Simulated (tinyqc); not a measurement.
# Disorder from G

Question. In a one-dimensional band with self-consistent Born disorder, 1/G^2 = (z - D G)^2 - 4 t^2, z = E + i eta, where z - D G has a positive imaginary part. Find D and Sigma = D G.

Inputs (values chosen for the exercise): hopping t = 1 eV; bare broadening eta = 0.03 eV; energy from the band centre E = -0.552 eV.

G = -0.01178448-0.51791894i 1/eV

Solution. z - D G is the root of 1/G^2 + 4 t^2 with positive imaginary part; then D = (z - root)/G.

D = 0.2400 eV^2
Sigma = -0.0028-0.1243i eV

Computed by the program tinyqc: `OMP_NUM_THREADS=1 python tinyqc.py 2720028 2720029 out.jsonl`, one thread of a shared Intel Xeon 2.30GHz, about 0.01 s for the whole run.
